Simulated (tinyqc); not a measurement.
Energy against buckling: buckled dimers of a reconstructed (001) surface, two dangling bonds a dimer.

In a dimer one atom moves up by z and the other down by z; the dangling bond of the up atom (more s-like) falls by gm z and that of the down atom rises by gm z. With all dimers tilted alike: H(k) = [[-gm z - 2 ta cos k, -tp - 2 tx cos k], [., gm z - 2 ta cos k]], k along the row in 1/a. Two electrons a dimer fill the lowest N of the 2N levels on the mesh k_j = (j + 1/2) pi/N. Total energy a dimer: W(z) = (2/N) sum of the filled levels + kf z^2. Repulsion between electrons is left out.

Parameters, chosen for this exercise (of the size met on diamond (001); shifted at random, so the results belong to these values and not to a real crystal): tp = 1.36 eV (pi coupling inside a dimer); ta = 0.16 eV (coupling between like atoms along the row); tx = 0.07 eV (diagonal coupling along the row); gm = 2.22 eV/angstrom (shift of a dangling bond with height); kf = 6.1 eV/angstrom^2 (force constant of buckling); N = 16 (k points).

W relative to z = 0; gap as lowest upper less highest lower level on 201 points from 0 to pi.

Per dimer (eV):

| z (angstrom) | band energy | elastic | W | gap |
|---|---|---|---|---|
| 0.00 | 0.0000 | 0.0000 | 0.0000 | 2.0800 |
| 0.05 | -0.0091 | 0.0152 | 0.0062 | 2.0891 |
| 0.10 | -0.0362 | 0.0610 | 0.0248 | 2.1164 |
| 0.15 | -0.0807 | 0.1373 | 0.0565 | 2.1611 |
| 0.20 | -0.1419 | 0.2440 | 0.1021 | 2.2226 |
| 0.30 | -0.3099 | 0.5490 | 0.2391 | 2.3912 |
| 0.40 | -0.5303 | 0.9760 | 0.4457 | 2.6121 |
| 0.50 | -0.7932 | 1.5250 | 0.7318 | 2.8754 |
| 0.60 | -1.0898 | 2.1960 | 1.1062 | 3.1723 |

No row lies below the flat dimer. The band energy falls as z^2 at first and linearly, as -2 gm z, once gm z is far above tp, so the elastic term always wins at large z. The gap is open at all z.

(tinyqc, `OMP_NUM_THREADS=1 python tinyqc.py 1482154 1482155 out.jsonl`, Intel(R) Xeon(R) Processor @ 2.30GHz, 1 thread, shared host, about 0.03 s.)
